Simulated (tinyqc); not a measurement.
# Thermal resistances of a two-die stack

Problem. Heat leaves through the lower die only, and the system is linear. Find the resistance R1 from the lower die to the coolant, R2 between the dies, and the rise of the upper die when both are powered.

Parameters, values chosen for the exercise: power of the lower die P1 = 36 W; power of the upper die P2 = 7.5 W.

rises of the lower and upper die with only the lower one powered (K): [10.44, 10.44]
rises of the lower and upper die with only the upper one powered (K): [2.175, 3.3]

Solution. With only the lower die powered no heat crosses R2, so both dies rise by P1 R1; the difference in the second test is P2 R2; rises add.

R1 = 0.290 K/W
R2 = 0.150 K/W
rise of the upper die = 13.7 K

Computed by the program tinyqc: `OMP_NUM_THREADS=1 python tinyqc.py 2162140 2162141 out.jsonl`, one thread of a shared Intel Xeon 2.30GHz, about 0.02 s for the whole run.
